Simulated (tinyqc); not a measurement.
# Ellipsometry and reflectance of a transparent film on an absorbing substrate: effect of the index of the transparent film

Air (index 1), film, substrate with N2 = n2 - i k2; time factor exp(+i w t). q_j = sqrt(N_j^2 - sin^2 th), root with positive real part. Fresnel coefficients r_s = (q_a - q_b)/(q_a + q_b), r_p = (N_b^2 q_a - N_a^2 q_b)/(N_b^2 q_a + N_a^2 q_b). tan(Psi) exp(i Delta) = R_p/R_s, Delta taken from 0 to 360 degrees.

beta = 2 pi d q1/lam, X = exp(-2 i beta), R = (r01 + r12 X)/(1 + r01 r12 X) for p and s. dDelta/dd is the derivative of Delta; period lam/(2 q1).

Parameters, values chosen for the exercise; indices close to those of photoresist on silicon:
- lam = 632.8 nm (wavelength)
- th = 70 degrees (angle of incidence)
- d = 290 nm (film thickness)
- n2 = 3.882 (index of the substrate)
- k2 = 0.019 (extinction coefficient of the substrate)

Results:
```
n1,Psi (degrees),Delta (degrees),|R_p|^2,|R_s|^2,dDelta/dd (degrees/nm),period (nm)
1.25,28.81,262.5,0.1669,0.5518,-0.1097,383.8
1.65,26.89,80.69,0.1402,0.5450,-0.7140,233.3
1.85,50.03,24.75,0.1867,0.1313,-2.751,198.5
2.05,26.94,300.4,0.1127,0.4363,-1.338,173.7
2.25,13.02,238.6,0.03562,0.6666,-2.545,154.8
2.45,11.09,147.2,0.02637,0.6857,-2.983,139.8
2.65,12.81,83.12,0.03014,0.5833,-2.666,127.7
```

Estimate the missing row, n1 = 1.45.

Computed row:
```
n1,Psi (degrees),Delta (degrees),|R_p|^2,|R_s|^2,dDelta/dd (degrees/nm),period (nm)
1.45,10.70,169.4,0.02478,0.6944,-2.785,286.5
```

With this row back in the table: Psi moves up and down between 10.7 and 50.0 degrees and |R_p|^2 moves up and down between 0.0248 and 0.187. The slope of Delta is largest in size, 2.98 degrees/nm, at n1 = 2.45 among the rows.

tinyqc, about 0.4 s, one thread, Intel Xeon 2.30GHz (shared host): `OMP_NUM_THREADS=1 python tinyqc.py 2870137 2870138 out.jsonl`
